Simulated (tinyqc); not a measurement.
Inside a calculation. Model: admittance spectroscopy of a deep trap.

tinyqc, about 0.01 s, one thread, Intel Xeon 2.30GHz (shared host): `OMP_NUM_THREADS=1 python tinyqc.py 2050059 2050060 out.jsonl` Printed values are rounded.

Schottky contact on an n-type layer with shallow donors Nd (all ionised) and a donor-like deep trap, neutral when filled and positive when empty; depletion approximation. Traps within lam of the depletion edge stay filled. The traps at xt = W - lam, where the level crosses the Fermi level, follow a slow signal and not a fast one. w = 2 pi f.

Inputs (values chosen for the exercise); material values close to those of silicon: relative permittivity eps_r = 11.9; conduction-band density of states at 300 K Nc = 2.77e19 cm^-3; thermal velocity at 300 K vth = 2.3e7 cm/s; shallow donor density Nd = 4.3e16 cm^-3; built-in voltage Vbi = 0.61 V; depth of the trap below the conduction edge Et = 0.17 eV; capture cross-section sn = 3.4e-17 cm^2; trap density Nt = 2.8e16 cm^-3; reverse bias Vr = 0 V; signal frequency f = 980 Hz; temperature T = 131 K.

Constants: q = 1.602176634e-19 C, kB = 1.380649e-23 J/K, eps0 = 8.8541878128e-14 F/cm where lengths are in cm. Results are converted to the units shown.

## Widths and limiting capacitances

lam = sqrt(2 eps0 eps_r (EF - ET)/(q Nd)), EF - ET = Et - (kB T/q) ln(Nc(T)/Nd), Nc(T) = Nc (T/300 K)^1.5. In the steady state at the band bending V, 2 eps0 eps_r V/q = Nd W^2 + Nt (W - lam)^2 (the second term only if W > lam). V = Vbi + Vr. C_HF = eps0 eps_r/W, C_LF = eps0 eps_r (Nd + Nt)/(Nd W + Nt xt).

lam = 58.27265 nm
W = 125.3975 nm
xt = 67.12482 nm
C_HF = 84.02469 nF/cm^2
C_LF = 102.8786 nF/cm^2

The step is 22.4 % of C_HF.

## Admittance at the signal frequency

Emission rate en = sn vth(T) Nc(T) exp(-Et/kB T) = sn g T^2 exp(-Et/kB T), g = vth Nc/(300 K)^2, as vth goes as T^0.5 and Nc as T^1.5 (degeneracy factor 1). Inflection frequency w0 = 2 en [1 + Nt xt/(Nd W)]; C = C_HF + (C_LF - C_HF)/(1 + (w/w0)^2), G/w = (C_LF - C_HF)(w/w0)/(1 + (w/w0)^2).

en = 1190.739 1/s
w0/(2 pi) = 511.1384 Hz
C = 88.05674 nF/cm^2
G/w = 7.730612 nF/cm^2

The signal lies near the inflection, where the loss is largest.
